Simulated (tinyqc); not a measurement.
Inside a calculation: propagation of a band-gap error through k.p and effective-mass formulas. Values are carried at full precision from step to step, so a last printed digit may differ when a step is redone from the rounded ones.

Chain, for a gap E (the reference Eg or another value), with Ep and Dso kept: 1/me = 1 + Ep (E + 2 Dso/3)/(E (E + Dso)); g* = 2 - 2 Ep Dso/(3 E (E + Dso)); g1(E) = g1 + (Ep/3)(1/E - 1/Eg), g2(E) = g2 + (Ep/6)(1/E - 1/Eg), light hole 1/(g1 + 2 g2), heavy hole 1/(g1 - 2 g2) along [100]; optical constant ei(E) = 1 + (ei - 1)(EP/(EP + E - Eg))^2, static e0(E) = ei(E) + e0 - ei.

Constants: Ry = 13.60569312 eV; a0 (Bohr radius) = 0.5291772105 angstrom; kB = 8.617333262e-05 eV/K; hbar^2/2m0 = 3.80998211 eV angstrom^2.

Values chosen for the exercise (reference values near those of InP, gap at low temperature; the results hold for these values, not for the real material):
- Eg = 1.43 eV (gap at Gamma to the s-like level)
- Dso = 0.107 eV (spin-orbit splitting)
- Ep = 21 eV (Kane energy)
- g1 = 5.09 (Luttinger gamma1)
- g2 = 1.61 (gamma2)
- e0 = 12.43 (static dielectric constant)
- ei = 9.74 (optical dielectric constant)
- EP = 5.08 eV (mean (Penn) gap)
- Eg2 = 1.63 eV (a wrong gap, of the size a hybrid functional can give)
- mh = 0.4 m0 (density-of-states mass of the holes)
- T = 400 K (temperature)
- k = 0.025 1/angstrom (wave vector)

## Masses, g factor and screening for both gaps

Evaluate the chain at Eg and at Eg2.

Band values at the two gaps:
```
quantity      at Eg   at Eg2  ratio
me          0.06517  0.07343  1.127
g*            1.318    1.471      -
g1            5.090    4.489  0.882
g2            1.610    1.310  0.813
light hole   0.1203   0.1407  1.169
heavy hole   0.5348   0.5348  1.000
ei            9.740    9.090  0.933
e0            12.43    11.78  0.948
```

The gap is off by a factor of 1.14; the electron mass follows with 1.13 and the light hole with 1.17, while the heavy hole, which does not couple to the conduction level, keeps its value. The optical constant changes less, by -7 %, as it answers to the mean gap, which shifts by the same +0.20 eV on a base of 5.08 eV. g* moves by +0.15; remote bands, left out here, shift it by tenths or, where it is large, by some per cent.

## Binding energies and densities for both gaps

Donor: R = Ry me/e0^2, a_B = a0 e0/me, Mott density (0.26/a_B)^3. Nc, Nv = 2 (m kT/(4 pi c))^(3/2), c = hbar^2/2m0, ni = sqrt(Nc Nv) exp(-E/2kT). Exciton: Ry mu/e0^2 with 1/mu = 1/me + g1(E). 1 angstrom^-3 = 1e24 cm^-3.

Use the values of the table.

Results:
```
quantity                  at Eg     at Eg2   ratio
R (meV)                   5.739      7.199    1.25
a_B (angstrom)            100.9      84.90   0.841
Mott density (cm^-3)  1.709e+16  2.872e+16    1.68
Nc (cm^-3)            6.428e+17  7.687e+17    1.20
ni (cm^-3)            2.457e+09  1.477e+08  0.0601
exciton (meV)             4.309      5.414    1.26
```

Power laws carry the error on: the donor energy (me/e0^2) by a factor of 1.25, the Mott density (cube of me/e0) by 1.68. ni, with its exponential, changes by a factor of 0.0601, that is 1.2 decades.

## A scissor shift and what it does not mend

A rigid shift D = Eg - Eg2 of the conduction band restores the gap but leaves the curvature, so the mass stays me(Eg2); redoing the sum 1/m = 1 + Ep (E + 2 Dso/3)/(E (E + Dso)) with E = Eg and the same Ep gives another mass. For optics, eps2 at the edge goes as |p|^2/E^2: a rigid shift keeps the dipole elements p/E, while shifting the energies under unchanged p scales eps2 by (Eg2/Eg)^2.

shift D = -0.200 eV
mass under a rigid shift = 0.0734 m0
mass from the sum with the corrected gap = 0.0652 m0
factor on eps2 if p is left unscaled = 1.299

The rigid shift leaves the mass off by a factor of 1.13. The mass from the corrected gap is the reference me(Eg) here, because the exercise keeps Ep fixed; a real correction of the gap depends on k and changes Ep as well.

## Far from the edge the relative error shrinks

Two-level dispersion E(k) = sqrt(E^2/4 + Ep c k^2) - E/2 at k/4, k, 4k for both gaps, c = hbar^2/2m0.

Energies above the edge:
```
k (1/angstrom)  at Eg (eV)  at Eg2 (eV)  ratio
0.00625             0.0022       0.0019  0.878
0.02500             0.0342       0.0301  0.882
0.10000             0.4301       0.3951  0.919
```

The ratio tends to Eg/Eg2 = 0.88 at k = 0 and goes from 0.878 to 0.919: at large k both curves approach the same slope sqrt(Ep c), while their distance in eV grows towards |Eg - Eg2|/2.

## Checks

- Chain at E = Eg against the inputs g1, g2, ei, e0: they agree to 1e-10 or better.

(tinyqc, `OMP_NUM_THREADS=1 python tinyqc.py 1880937 1880938 out.jsonl`, Intel(R) Xeon(R) Processor @ 2.30GHz, 1 thread, shared host, about 0.01 s.)
